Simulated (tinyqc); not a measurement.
# Worked calculation: strained alloy layer of InP and GaP on (001) GaAs, model-solid band line-up

Computed by the program tinyqc: `OMP_NUM_THREADS=1 python tinyqc.py 2690078 2690079 out.jsonl`, one thread of a shared Intel Xeon 2.30GHz, about 0.01 s for the whole run. Printed values are rounded.

The layer is x parts of the first compound and 1 - x of the second, grown coherently on the third as substrate and barrier. Rows of the table: lattice constant a, average valence level Ea on an absolute scale, spin-orbit splitting so, gaps at Gamma, X and L, hydrostatic deformation potentials av and ac (Gamma), shear potential b, elastic constants, electron and heavy-hole (along z) masses. All are interpolated linearly in x; gaps get -C x (1 - x), taken wholly in the conduction band; real line-ups can differ from this model by 0.1 eV or more.

Parameters, values chosen for the exercise: fraction of the first compound in the layer x = 0.57; bowing of the Gamma gap CG = 0.65 eV; bowing of the X gap CX = 0.2 eV; bowing of the L gap CL = 1.03 eV.

## Relaxed alloy and strain

Binary compounds, values chosen for the exercise:
```
,close to InP,close to GaP,close to GaAs
a (angstrom),5.869,5.451,5.653
Ea (eV),-7.04,-7.4,-6.92
so (eV),0.111,0.0805,0.336
EG (eV),1.35,2.79,1.41
EX (eV),2.16,2.25,1.89
EL (eV),1.92,2.64,1.7
av (eV),1.29,1.68,1.16
ac (eV),-5,-7.17,-7.12
b (eV),-1.68,-1.8,-1.69
c11 (GPa),100,140,118
c12 (GPa),55.6,61.1,53.3
me (m0),0.0789,0.13,0.0672
mh (m0),0.534,0.329,0.352
```

In-plane strain e = (a_substrate - a)/a, e_z = -2 (c12/c11) e, volume change 2 e + e_z.

a = 5.689260 angstrom
Gamma gap = 1.809885 eV
X gap = 2.149680 eV
L gap = 1.977147 eV
e = -0.6373412 %
e_z = 0.6304349 %
volume change = -0.6442476 %

The relaxed alloy has its lowest gap at Gamma (direct). The layer is under compressive in-plane strain.

## Band edges and offsets

In-plane strain e = (a_substrate - a)/a, e_z = -2 (c12/c11) e, volume change 2 e + e_z. With v = 2 e + e_z and d = 2 b (e_z - e): Eav = Ea + av v; E_hh = Eav + so/3 - d/2; E_lh = Eav - so/6 + d/4 + sqrt(so^2 + so d + 9 d^2/4)/2; E_c = Ea + so/3 + EG + ac v (Gamma). Substrate: E_v = Ea + so/3, E_c = E_v + EG. Well depths: dEc = E_c(substrate) - E_c, dEhh = E_hh - E_v(substrate), dElh likewise; strained Gamma gap E_c - max(E_hh, E_lh); positive values confine carriers in the layer.

d = -0.04390562 eV
E_hh = -7.149610 eV
E_lh = -7.182438 eV
E_c = -5.314063 eV
strained Gamma gap = 1.835547 eV
dEc = -0.08393719 eV
dEhh = -0.3416101 eV
dElh = -0.3744382 eV

The heavy-hole band lies on top, by 32.8 meV. At Gamma the line-up is type I, the layer is a barrier for both carriers.

## Critical thickness

In-plane strain e = (a_substrate - a)/a. Matthews-Blakeslee for 60-degree dislocations in a single layer: hc = k (ln(hc/bv) + 1), k = bv (1 - nu/4)/(4 pi |e| (1 + nu)), nu = c12/(c11 + c12), bv = a/sqrt(2); the larger root.

nu = 0.3309166
bv = 0.4022914 nm
hc = 16.27033 nm

The layer, Lw = 3.2 nm, is thinner than hc, so it stays coherent by this criterion.
